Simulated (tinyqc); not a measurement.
## Internal loss and injection efficiency from two cavity lengths

Problem. The differential efficiency of both facets obeys 1/eta_d = (1/eta)[1 + 2 ai Lc/ln(1/(R1 R2))]. Find eta and ai.

Parameters, values chosen for the exercise: front reflectance R1 = 0.3; back reflectance R2 = 0.3.

differential efficiency at Lc = 1000 and 2500 um: 0.28934673  0.14942990

Answer. 1/eta_d is linear in Lc: the intercept is 1/eta, and slope over intercept is 2 ai/ln(1/(R1 R2)).

eta = 0.7700
ai = 20.00 1/cm

Computed by the program tinyqc: `OMP_NUM_THREADS=1 python tinyqc.py 2840044 2840045 out.jsonl`, one thread of a shared Intel Xeon 2.30GHz, about 0.01 s for the whole run.
